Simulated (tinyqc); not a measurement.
Inside a calculation. Method: lattice vibrations of a chain. Computed by tinyqc, a small Python program that keeps every step. Command: `OMP_NUM_THREADS=1 python tinyqc.py 31488 31489 out.jsonl` (the two numbers bound the seeds that draw the settings). One thread of a shared host (Intel(R) Xeon(R) Processor @ 2.60GHz), about 0.01 s of CPU time with the checks.

## Dynamical matrix at q = 0.24

A chain moving along its axis:
```
atom   mass (u)  spring to the next atom (eV/angstrom^2)
1     20.600000                                27.200000
2     95.100000                                24.800000
3     49.200000                                20.000000
```

q is in units of 2 pi/a. A spring k from atom i to atom j, n cells on, adds k to Phi_ii and Phi_jj, -k exp(2 pi i q n) to Phi_ij and the conjugate to Phi_ji (for one atom a cell: 2k (1 - cos 2 pi q n)); D_ij = Phi_ij / sqrt(m_i m_j).

D(q) (eV/(angstrom^2 u)):
```
                     1          2                    3
1             2.291262  -0.614533  -0.039446+0.626983i
2            -0.614533   0.546793            -0.362559
3  -0.039446-0.626983i  -0.362559             0.910569
```

## Frequencies

omega^2 are the eigenvalues; wavenumber = 521.4708 sqrt(eigenvalue) 1/cm.

eigenvalues: 0.102502  0.949013  2.697109

wavenumbers (1/cm): 167.0  508.0  856.4

weights |e|^2 of the mass-weighted modes:
```
          mode 1    mode 2    mode 3
atom 1  0.103611  0.078381  0.818008
atom 2  0.625580  0.301575  0.072845
atom 3  0.270809  0.620044  0.109147
```

## Dispersion and heat capacity

C/k_B per atom = mean over q = (j + 1/2)/80, j = 0..39 and all branches of y^2 e^y/(e^y - 1)^2, y = hc wavenumber / k_B T.

Wavenumbers (1/cm):
```
q           branch 1    branch 2    branch 3
0.000000    0.000000  550.125673  846.600227
0.062500   44.655494  546.999316  847.447837
0.125000   88.834125  537.870711  849.808094
0.187500  131.994719  523.442363  853.203192
0.250000  173.429737  504.789674  857.017918
0.312500  212.052113  483.410603  860.649924
0.375000  245.895365  461.626612  863.600915
0.437500  271.038802  443.616729  865.512776
0.500000  280.863245  436.153328  866.173374
```

Heat capacity:
```
T (K)  C/k_B per atom
20           0.042774
50           0.110071
100          0.224271
200          0.442928
300          0.619305
600          0.861197
1200         0.960967
```

zero-point energy per atom = 31.411030 meV
